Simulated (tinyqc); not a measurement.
# Six-transistor SRAM cell, nodal equations and margins: what changes with what

Two cross-coupled inverters (pull-down bn, pull-up bp) hold the nodes Q and QB; access transistors (ba, threshold VTn, gate on the word line at Vdd when selected) join them to the bit lines. Transistor (EKV form, voltages against the body): I = 2 n b Vt^2 [F(vp - Vs) - F(vp - Vd)] from drain to source, F(v) = ln^2(1 + exp(v/(2 Vt))), vp = (Vg - VT + sg |Vd - Vs|)/n. n-channel bodies are at 0; for the p-channel device all voltages are counted down from Vdd. b in uA/V^2 gives I in uA. For an access transistor the bit line is the drain and the node the source. In a read both bit lines are at Vdd. The cell is symmetric (no mismatch).

Parameters, values chosen for the exercise: temperature T = 293 K; supply voltage Vdd = 1 V; slope factor n = 1.34; drain-induced barrier lowering sg = 0.068; n-channel threshold VTn = 0.27 V; p-channel threshold (magnitude) VTp = 0.41 V; gain factor of the pull-down transistor bn = 810 uA/V^2; gain factor of the access transistor ba = 540 uA/V^2; gain factor of the pull-up transistor bp = 450 uA/V^2.

Constants: q = 1.602176634e-19 C, kB = 1.380649e-23 J/K, Vt = kB T/q. Results are converted to the units shown.

Each table varies one quantity; the others keep the values above.

## Effect of the gain factor of the pull-down transistor

f(x) is the node voltage of one half-cell for input x: In = Ip in hold, In = Ip + Ia in a read. Static noise margin: side of the largest square between the curve (x, f(x)) and its mirror image (f(y), y); with h(c) the root x of f(x) - x = c, it is the maximum over c > 0 of h(c) - h(-c) + c. Q is the low node in a read and Iread the current of its access transistor. The write trip is the voltage to which the bit line of the high node must fall (the other staying at Vdd) for that state to vanish; higher is easier, and a negative value means that a grounded bit line does not write.

Effect of the gain factor of the pull-down transistor:
```
bn (uA/V^2)  hold margin (mV)  read margin (mV)  Q in a read (mV)  Iread (uA)  write trip (mV)
510                     362.4             141.9             185.0       58.22            327.4
670                     355.0             154.2             157.5       66.91            307.7
880                     346.9             166.4             132.0       75.50            288.6
1200                    336.8             179.4             106.1       84.76            268.0
1500                    329.3             188.0             89.70       90.91            254.0
2000                    319.2             197.7             71.37       98.03            237.2
```

What does the table show?

As bn goes from 510 to 2000 uA/V^2, the read margin rises from 142 to 198 mV, the write trip falls from 327 to 237 mV and Iread rises from 58.2 to 98.0 uA. The read margin is 0.39 of the hold margin in the first row and 0.62 in the last. Read stability and write ability pull in opposite directions.

## Effect of the supply voltage

Same model as above.

Result of one run:
```
Vdd (V)  hold margin (mV)  read margin (mV)  Q in a read (mV)  Iread (uA)  write trip (mV)
0.7                 242.4             112.3             84.74       25.91            218.5
```

What becomes of these results when the supply voltage Vdd is changed from 0.7 to 0.85 V, all else the same?

Result of the changed run:
```
Vdd (V)  hold margin (mV)  read margin (mV)  Q in a read (mV)  Iread (uA)  write trip (mV)
0.85                299.9             139.8             112.0       46.45            255.4
```

The whole series:
```
Vdd (V)  hold margin (mV)  read margin (mV)  Q in a read (mV)  Iread (uA)  write trip (mV)
0.4                 110.8             41.09             35.56       2.890            161.4
0.5                 156.1             66.78             50.13       7.834            176.3
0.6                 200.3             90.72             66.96       15.53            196.0
0.7                 242.4             112.3             84.74       25.91            218.5
0.85                299.9             139.8             112.0       46.45            255.4
1                   349.4             162.7             139.5       72.92            294.3
```

As Vdd goes from 0.4 to 1 V, the read margin rises from 41.1 to 163 mV, the write trip rises from 161 to 294 mV and Iread rises from 2.89 to 72.9 uA. The read margin is 0.37 of the hold margin in the first row and 0.47 in the last. For Vdd = 0.4 to 0.6 V the read margin is under 100 mV, which threshold mismatch, left out here, can use up in a large array.

Numbers from tinyqc (`OMP_NUM_THREADS=1 python tinyqc.py 2340062 2340063 out.jsonl`; about 0.1 s on one thread of a shared Intel Xeon 2.30GHz).
